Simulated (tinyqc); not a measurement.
Which input was changed? Model: Haynes-Shockley experiment: drift, diffusion and decay of a minority-carrier pulse. Computed by tinyqc, a small Python program. Command: `OMP_NUM_THREADS=1 python tinyqc.py 3113598 3113599 out.jsonl haynes which`. One thread of a shared host (Intel(R) Xeon(R) Processor @ 2.30GHz), about 0.06 s of CPU time with the checks.

A thin sheet of excess carriers is made at x = 0, t = 0 in a long uniform bar; injection is low, so the pulse moves with the minority mobility.

Inputs (values chosen for the exercise, modelled on holes in n-type germanium in a lightly doped bar):

| quantity | value | unit |
|---|---|---|
| minority mobility mu | 1890 | cm^2/(V s) |
| lifetime tau | 12 | microsecond |
| temperature T | 300 | K |
| field F | 15 | V/cm |
| distance d to the collector | 0.18 | cm |
| injected sheet density N0 | 5.2e+09 | 1/cm^2 |

Constants: k_B = 8.617333262e-05 eV/K.

Method:
- D = mu k_B T/e, v = mu F.
- Transit time d/v, diffusion length sqrt(D tau), drift length v tau, Peclet number v d/D = e F d/(k_B T).
- dn(x, t) = N0/sqrt(4 pi D t) exp(-(x - v t)^2/(4 D t) - t/tau).
- At fixed x the signal peaks where d ln(dn)/dt = 0: a t^2 + t/2 - x^2/(4 D) = 0 with a = v^2/(4 D) + 1/tau.
- The full width at half maximum is found by solving dn(x, t) = peak/2 on both sides of the peak.
- With w the full width at half maximum: mu = d/(F t_p); D = (w d)^2/(16 ln2 t_p^3); Einstein ratio D/mu against k_B T/e.

Task: One of these inputs alone was changed, within the range given: minority mobility mu (945 to 3780); lifetime tau (6 to 24); field F (7.5 to 30); distance d to the collector (0.09 to 0.36). Which one, and to what value?

Results:

| run | width at half maximum (microsecond) | time of the peak t_p (microsecond) | apparent D (cm^2/s) |
|---|---|---|---|
| before | 2.025520 | 6.226535 | 49.65160 |
| after | 2.871992 | 7.847490 | 49.86248 |

Result:

Each candidate set to reproduce width at half maximum, and what it then gives:

| candidate | range searched | value needed | time of the peak t_p (microsecond) | apparent D (cm^2/s) |
|---|---|---|---|---|
| minority mobility mu (cm^2/(V s)) | 945 to 3780 | 1325 | 8.847 | 34.795 |
| lifetime tau (microsecond) | 6 to 24 | out of reach | - | - |
| field F (V/cm) | 7.5 to 30 | 11.80 | 7.847 | 49.862 |
| distance d to the collector (cm) | 0.09 to 0.36 | 0.3597 | 12.500 | 49.255 |

Only field F fits every result: it went from 15 to 11.8 V/cm. The next best candidate, minority mobility mu, misses one result by 30 %.
